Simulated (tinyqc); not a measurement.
Worked calculation: donor near an oxide interface in a gate field (two-state model). Values are carried at full precision from step to step, so a last printed digit may differ when a step is redone from the rounded ones.

Interface at z = 0 (hard wall), donor at z = d, field F pulling electrons to the interface: potential e F z; 1 kV/cm = 1e-5 eV/angstrom, c = hbar^2/2m0, q = e^2/(4 pi eps0), Q = (eps - eo)/(eps + eo). Donor state: E_D = e F d - ED - q Q/(4 eps d), the last term joining the images of ion and electron. Interface state: z exp(-b z/2) exp(-rho^2/(2 L^2)) with E_z = c b^2/(4 mz) + 3 e F/b + q Q b/(8 eps), minimised over b; in the plane at z = 3/b the ion (distance D = d - 3/b) and its image (D' = d + 3/b) give E_rho = c/(mt L^2) - (q/eps)(sqrt(pi)/L)[erfcx(D/L) + Q erfcx(D'/L)], erfcx(x) = exp(x^2) erfc(x), minimised over L. E_I = E_z + E_rho.

Constants: hbar^2/2m0 = 3.80998211 eV angstrom^2; e^2/(4 pi eps0) = 14.39964547 eV angstrom.

Inputs chosen for the exercise (near those of a donor in Si below SiO2, static dielectric constants; shifted at random, so the results belong to these values and not to a real crystal):

| symbol | value | unit | meaning |
|---|---|---|---|
| d | 100 | angstrom | depth of the donor |
| ED | 31.3 | meV | bulk binding energy |
| mz | 0.904 | m0 | mass across the interface |
| mt | 0.186 | m0 | mass in the plane |
| eps | 11.3 |  | dielectric constant of the semiconductor |
| eo | 3.9 |  | dielectric constant of the oxide |
| F | 48.5 | kV/cm | field in the semiconductor |
| aD | 17.8 | angstrom | donor radius |
| v | 0.52 |  | valley factor |

## The interface state across the interface

Solve c b/(2 mz) - 3 e F/b^2 + q Q/(8 eps) = 0; give Q, b, the three terms of E_z and <z> = 3/b.

Q = 0.4868
b = 0.07767 1/angstrom

kinetic, field and image terms (meV): 6.36  18.73  6.02

<z> = 38.6 angstrom

The image pushes the electron away from the oxide; without it <z> would be 33.9 angstrom.

## Binding in the plane

Give D, D', the best L, both terms and E_rho.

D, D' (angstrom): 61.4  138.6

L = 76.5 angstrom

kinetic and Coulomb terms (meV): 3.50  -18.40

E_rho = -14.90 meV

The bottom of the well lies at -25.2 meV, so the level is 41 % of the way up; L/D = 1.25. Above the critical field the ionised donor would thus still hold its electron as a dot at the interface.

## Where the electron sits

The two states couple by t = t0 exp(-D/aD) with t0 = q/(eps aD) (2 aD/L) sqrt(aD b/2) v, v a valley factor; this form is an estimate. With detuning u = E_D - E_I the splitting is sqrt(u^2 + 4 t^2) and the lower state has weight (1 - u/sqrt(u^2 + 4 t^2))/2 on the donor.

Give E_D, E_I, t, the splitting and the donor weight.

E_D, E_I (meV): 15.65  16.21

t = 0.458 meV
splitting = 1.08 meV
donor weight = 0.762

The electron is shared; the contact hyperfine coupling scales with the donor weight. With this t, the tunnelling time pi hbar/(2t) at a crossing would be 2.26 ps (hbar = 6.58212e-16 eV s); here the detuning is 1.23 t.

## Critical field

Find F at which E_D = E_I; compare the rule e F d = ED. The crossing width is 4t/(e D), with t and D formed anew at that field.

critical field = 49.5 kV/cm
ED/(e d) = 31.3 kV/cm
width = 2.9 kV/cm

The confinement energy E_z = 31.5 meV raises the field needed and the attraction E_rho = -14.9 meV lowers it; the result is 1.58 times the simple rule.

## Checks

- E_z without images against 1.5 x 6^(2/3)/2 (c (e F)^2/mz)^(1/3), meV: both 24.69.
- E_rho from the radial equation in the full Coulomb well against the Gaussian trial function, meV: -15.0 against -14.9.

Program tinyqc; command `OMP_NUM_THREADS=1 python tinyqc.py 1252031 1252032 out.jsonl`; about 0.04 s on one thread of a shared Intel(R) Xeon(R) Processor @ 2.30GHz.
